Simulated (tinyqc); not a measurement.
Which input was changed? Model: ion implantation: universal nuclear stopping, Lindhard-Scharff electronic stopping and a Gaussian range profile. Computed by tinyqc, a small Python program. Command: `OMP_NUM_THREADS=1 python tinyqc.py 3030073 3030074 out.jsonl implant which`. One thread of a shared host (Intel(R) Xeon(R) Processor @ 2.30GHz), about 2 s of CPU time with the checks.

An ion slows by elastic collisions with screened nuclei and by friction with electrons; channelling is ignored and the target is uniform.

Inputs (values chosen for the exercise, modelled on germanium ions in aluminium):
```
quantity,value,unit
ion atomic number Z1,32,-
ion mass M1,74,u
target atomic number Z2,13,-
target mass M2,26.98,u
target density N,60.2,1/nm^3
ion energy E,15,keV
scale factor of electronic stopping k,1.1,-
dose Q,8.5e+14,1/cm^2
background C_B,2.2e+16,1/cm^3
displacement energy E_d,25,eV
```

Method:
- Reduced energy eps = 32.53 M2 E/(Z1 Z2 (M1 + M2)(Z1^0.23 + Z2^0.23)), E in keV; s_n = ln(1 + 1.1383 eps)/(2 (eps + 0.01321 eps^0.21226 + 0.19593 eps^0.5)) for eps up to 30 and ln(eps)/(2 eps) above; S_n = 8.462 Z1 Z2 M1 s_n/((M1 + M2)(Z1^0.23 + Z2^0.23)) in 1e-15 eV cm^2.
- S_e = k 3.83 Z1^(7/6) Z2/(Z1^(2/3) + Z2^(2/3))^(3/2) sqrt(E/M1) in 1e-15 eV cm^2, E in keV.
- Path length R = int_0^E dE'/(N (S_n + S_e)); energy lost to nuclei nu = int_0^E S_n/(S_n + S_e) dE' (both with E' = E y^3 and 64 Gauss-Legendre points in y).
- Estimates of Lindhard type: R_p = R/(1 + M2/(3 M1)), straggle dR_p = (2/3) R_p sqrt(M1 M2)/(M1 + M2).
- C(x) = C_p exp(-(x - R_p)^2/(2 dR_p^2)) with C_p = Q/(sqrt(2 pi) dR_p), 1 nm = 1e-7 cm; the profile falls to the background at x_j = R_p + dR_p sqrt(2 ln(C_p/C_B)); the peak atomic fraction is C_p/N.
- Kinchin-Pease count with efficiency 0.8: N_d = 0.8 nu/(2 E_d), taking all of nu as damage energy (an upper estimate, as recoils also lose energy to electrons). Spread over a depth R_p + dR_p, displacements per atom = Q N_d/(N (R_p + dR_p)).

Task: One of these inputs alone was changed, within the range given: ion energy E (7.5 to 30); scale factor of electronic stopping k (0.55 to 2.2); target density N (30.1 to 120.4); ion mass M1 (37 to 148). Which one, and to what value?

Results:
```
run,straggle dR_p (nm),displacements per atom,depth x_j where C falls to C_B (nm)
before,4.767012,1.477190,37.88386
after,4.627344,1.441451,38.23208
```

Result:

Each candidate set to reproduce straggle dR_p, and what it then gives:
```
candidate,range searched,value needed,displacements per atom,depth x_j where C falls to C_B (nm)
ion energy E (keV),7.5 to 30,14.31,1.4531,36.804
scale factor of electronic stopping k,0.55 to 2.2,1.484,1.4766,36.804
target density N (1/nm^3),30.1 to 120.4,62.02,1.4772,36.804
ion mass M1 (u),37 to 148,103.0,1.4415,38.232
```

Only ion mass M1 fits every result: it went from 74 to 103 u. The next best candidate, target density N, misses one result by 3.7 %.

Caution: above a few tenths of a displacement per atom cascades overlap, so the count overstates new damage; heavy ions turn silicon and germanium amorphous at such levels, while light ions such as boron and metal targets anneal much of the damage.
